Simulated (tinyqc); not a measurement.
Hubbard chain of 4 sites, step by step. One step of it, computed by the program tinyqc.

Task: The many-body Hamiltonian. Basis: all placements (u, d, 2, 0 on each site), up operators ordered before down ones; hops carry the sign of the same-spin electrons passed.

one-body matrix (hopping and site energies) (eV), lower triangle:
```
,1,2,3,4
1,0.000000
2,-1.110000,0.000000
3,0.000000,-1.110000,0.000000
4,0.000000,0.000000,-1.110000,0.000000
```

U = 1.600000 eV

electrons, up and down: 1  1

Give: H.

Result:

H (eV), lower triangle:
```
,2000,ud00,u0d0,u00d,du00,0200,0ud0,0u0d,d0u0,0du0,0020,00ud,d00u,0d0u,00du,0002
2000,1.6000
ud00,-1.1100,0.0000
u0d0,0.0000,-1.1100,0.0000
u00d,0.0000,0.0000,-1.1100,0.0000
du00,-1.1100,0.0000,0.0000,0.0000,0.0000
0200,0.0000,-1.1100,0.0000,0.0000,-1.1100,1.6000
0ud0,0.0000,0.0000,-1.1100,0.0000,0.0000,-1.1100,0.0000
0u0d,0.0000,0.0000,0.0000,-1.1100,0.0000,0.0000,-1.1100,0.0000
d0u0,0.0000,0.0000,0.0000,0.0000,-1.1100,0.0000,0.0000,0.0000,0.0000
0du0,0.0000,0.0000,0.0000,0.0000,0.0000,-1.1100,0.0000,0.0000,-1.1100,0.0000
0020,0.0000,0.0000,0.0000,0.0000,0.0000,0.0000,-1.1100,0.0000,0.0000,-1.1100,1.6000
00ud,0.0000,0.0000,0.0000,0.0000,0.0000,0.0000,0.0000,-1.1100,0.0000,0.0000,-1.1100,0.0000
d00u,0.0000,0.0000,0.0000,0.0000,0.0000,0.0000,0.0000,0.0000,-1.1100,0.0000,0.0000,0.0000,0.0000
0d0u,0.0000,0.0000,0.0000,0.0000,0.0000,0.0000,0.0000,0.0000,0.0000,-1.1100,0.0000,0.0000,-1.1100,0.0000
00du,0.0000,0.0000,0.0000,0.0000,0.0000,0.0000,0.0000,0.0000,0.0000,0.0000,-1.1100,0.0000,0.0000,-1.1100,0.0000
0002,0.0000,0.0000,0.0000,0.0000,0.0000,0.0000,0.0000,0.0000,0.0000,0.0000,0.0000,-1.1100,0.0000,0.0000,-1.1100,1.6000
```
